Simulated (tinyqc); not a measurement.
# Read current of a NAND string, cells in series solved by shooting, step by step

Numbers from tinyqc (`OMP_NUM_THREADS=1 python tinyqc.py 2142171 2142172 out.jsonl`; about 0.5 s on one thread of a shared Intel Xeon 2.30GHz). Printed values are rounded.

Cells in series, numbered from 0 at the source line (0 V) to the bit line, each followed by a gap resistance Rg. A cell with gate Vg, threshold VT, source Vs and drain Vd passes I = 2 nf K Vt^2 [F(Vs) - F(Vd)]/(1 + th max(Vg - VT, 0)), F(V) = ln^2(1 + exp((Vg - VT - nf V)/(2 nf Vt))). The selected cell has Vg = Vr, the others Vg = Vp.

Values chosen for this exercise; values of the order met in vertical NAND strings:

| symbol | value | unit | meaning |
|---|---|---|---|
| T | 300 | K | temperature |
| K | 3.8 | uA/V^2 | gain factor of a cell |
| nf | 2 |  | slope factor |
| th | 0.1 | 1/V | mobility reduction factor |
| Rg | 17 | kohm | resistance of the gap between cells |
| Vbl | 0.5 | V | bit-line voltage |
| Vp | 6.6 | V | pass voltage |
| Vr | 2.48 | V | read voltage on the selected word line |

Constants: q = 1.602176634e-19 C, kB = 1.380649e-23 J/K, Vt = kB T/q. Results are converted to the units shown.

## Step 1: node voltages for a trial current

first trial current = 0.42 uA
thresholds from the source end, cell 0 to 5 (V): -1.9  -1.9  1.2  3.4  -1.9  -1.9

For a trial current I start at 0 V and, cell by cell (the selected one is cell 2), solve for the drain: sqrt(F(Vd)) = sqrt(F(Vs) - I/k), k = 2 nf K Vt^2/(1 + th max(Vg - VT, 0)), Vd = [Vg - VT - 2 nf Vt ln(exp(sqrt F) - 1)]/nf, then add I Rg.

node voltage after each cell and gap, trial 1, cell 0 to 5 (V): 0.03126420  0.06270820  0.1904277  0.2503057  0.2830891  0.3160858

## Step 2: node voltages for a trial current

second trial current = 0.56 uA

As before.

node voltage after each cell and gap, trial 2, cell 0 to 5 (V): 0.04171626  0.08375414  0.2711642  0.3560136  0.4006991  0.4457966

## Course of the secant iteration

Secant steps on the end voltage less Vbl, from the two trials; a trial above the saturation current of a cell has no solution and is moved halfway to the previous trial. Stop below 1e-9 V.

Course of the iteration:
```
iteration     I (uA)  end voltage - Vbl (V)  halvings
1          0.6185030                6.83e-3         0
2          0.6119534               -2.67e-4         0
3          0.6121994               -1.33e-6         0
4          0.6122006               2.60e-10         0
```

Converged in 4 iterations to I = 0.61220 uA. The selected cell takes 40.7 % of the bit-line voltage and the gaps together 12.5 %.
